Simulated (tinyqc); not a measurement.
Raman shift of the zone-centre optical phonon of a diamond-structure crystal under stress: one step, computed by the program tinyqc. Command: `OMP_NUM_THREADS=1 python tinyqc.py 3012197 3012198 out.jsonl ramanstress walk`. One thread of a shared host (Intel(R) Xeon(R) Processor @ 2.30GHz), about 0.01 s of CPU time with the checks.

Axes x, y, z are the cube axes. Strain shifts the threefold optical mode and can split it; p, q and r are the phonon deformation potentials.

Task: Heating mistaken for stress. A temperature above 300 K shifts the line by (d omega/dT)(T - 300 K); divided by the shift per stress it poses as a stress; the total shift adds it to the shift of the observed line. The anti-Stokes to Stokes ratio is [(omega_L + omega_0)/(omega_L - omega_0)]^3 exp(-h c omega_0/(k_B T)) in photon counts, omega_L = 1/wavelength, resonance effects left out.

Inputs (values chosen for the exercise, modelled on silicon):
```
quantity                            value      unit
unstrained frequency omega_0        521.3      1/cm
temperature coefficient d omega/dT  -0.02  1/(cm K)
local temperature T                   310         K
laser wavelength                      488        nm
```

Stress state: uniaxial. Axis: [110].

shift per stress = -2.147530 1/(cm GPa)

shift of the observed line = 2.577036 1/cm

Constants: h = 6.62607015e-34 J s; c = 299792458 m/s; k_B = 1.380649e-23 J/K.

Give: thermal shift; apparent stress from heating; total shift; anti-Stokes/Stokes ratio.

Result:

thermal shift = -0.2 1/cm

apparent stress from heating = 0.09313 GPa

total shift = 2.377 1/cm

anti-Stokes/Stokes ratio = 0.1036
